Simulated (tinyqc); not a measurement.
# Worked calculation: undoped symmetric double-gate MOSFET, analytic potential model

Numbers from tinyqc (`OMP_NUM_THREADS=1 python tinyqc.py 2440024 2440025 out.jsonl`; about 0.01 s on one thread of a shared Intel Xeon 2.30GHz). Printed values are rounded.

An undoped body of thickness ts between two equal insulators and tied gates; long channel, electrons only, n = ni exp((psi - V)/Vt) with V the quasi-Fermi potential (0 at the source, Vd at the drain), constant mobility, no quantisation. Across the body psi(x) = V - 2 Vt ln[(ts/(2 beta)) sqrt(q ni/(2 eps0 eps_r Vt)) cos(2 beta x/ts)], x from the centre. Q is the electron charge per area of the whole body.

Parameters, values chosen for the exercise; material values close to those of silicon:

| symbol | value | unit | meaning |
|---|---|---|---|
| T | 400 | K | temperature |
| Eg | 1.13 | eV | band gap |
| eps_r | 11.7 |  | relative permittivity of the semiconductor |
| Nc | 4.31e19 | cm^-3 | conduction-band density of states at T |
| Nv | 4.02e19 | cm^-3 | valence-band density of states at T |
| eox | 7.55 |  | relative permittivity of the gate insulator |
| tox | 3.7 | nm | insulator thickness |
| ts | 25 | nm | body thickness |
| dphi | -0.1 | V | gate work function less that of the intrinsic body |
| mu | 380 | cm^2/(V s) | channel mobility |
| L | 0.5 | um | gate length |
| Vg | 0.18 | V | gate voltage |
| Vd | 1 | V | drain voltage |

Constants: q = 1.602176634e-19 C, kB = 1.380649e-23 J/K, Vt = kB T/q, eps0 = 8.8541878128e-14 F/cm where lengths are in cm. Results are converted to the units shown.

## Constants of the body

ni = sqrt(Nc Nv) exp(-Eg/(2 Vt)), Eg in volts; r = eps_r tox/(eox ts); V0 = dphi + 2 Vt ln[(2/ts) sqrt(2 eps0 eps_r Vt/(q ni))].

ni = 3.16712e12 cm^-3
r = 0.229351
V0 = 0.293240 V

## Iteration 1: beta at the source by Newton steps

beta at the start = 0.5

With V = 0: f = ln(beta) - ln(cos beta) + 2 r beta tan(beta) - (Vg - V0)/(2 Vt); f' = 1/beta + tan(beta) + 2 r [tan(beta) + beta/cos^2(beta)]; beta(new) = beta - f/f'.

f = 1.20535
f' = 3.09469
beta after iteration 1 = 0.110511

## Iteration 2: beta at the source by Newton steps

As before.

f = -0.548277
f' = 9.26201
beta after iteration 2 = 0.169708

## Course of the iteration: beta at the source by Newton steps

Stop when beta changes by less than 1e-11, or after 40 iterations. beta must stay between 0 and pi/2.

Course of the iteration:
```
iteration      beta  |change|
1          0.110511     0.389
2          0.169708    0.0592
3          0.186301    0.0166
4          0.187036   7.35e-4
5          0.187038   1.26e-6
6          0.187038  3.72e-12
```

Converged in 6 iterations. At the end the number of correct digits about doubles with each step.

## Charges and drain current

beta_s = 0.187038
beta_d = 9.70283e-8

beta (between 0 and pi/2) solves (Vg - V0 - V)/(2 Vt) = ln(beta) - ln(cos beta) + 2 r beta tan(beta). Q = 8 eps0 eps_r Vt beta tan(beta)/ts; I = mu (1/L)(4 eps0 eps_r/ts)(2 Vt)^2 [g(beta_s) - g(beta_d)] per width, g = beta tan(beta) - beta^2/2 + r beta^2 tan^2(beta), with beta_s at V = 0 and beta_d at V = Vd.

Qs = 4.04465 nC/cm^2
Qd = 1.07576e-12 nC/cm^2
g(beta_s) = 0.0181926
g(beta_d) = 4.70725e-15
I = 0.108915 uA/um

The term r beta^2 tan^2(beta), which gives the square law, makes up 1.58 % of g at the source.

## Potential and electron density across the body at the source

x/ts, point 0 to 6: 0  0.1  0.2  0.3  0.4  0.45  0.5

psi(x) as above with V = 0 and beta = beta_s; n = ni exp(psi/Vt).

```
point   psi (V)   n (cm^-3)
0      0.277668  9.97986e15
1      0.277716  9.99384e15
2      0.277861  1.00359e16
3      0.278103  1.01066e16
4      0.278442  1.02067e16
5      0.278649  1.02681e16
6      0.278881  1.03373e16
```

The density at the surface is 1.04 times that at the centre (1/cos^2 beta).
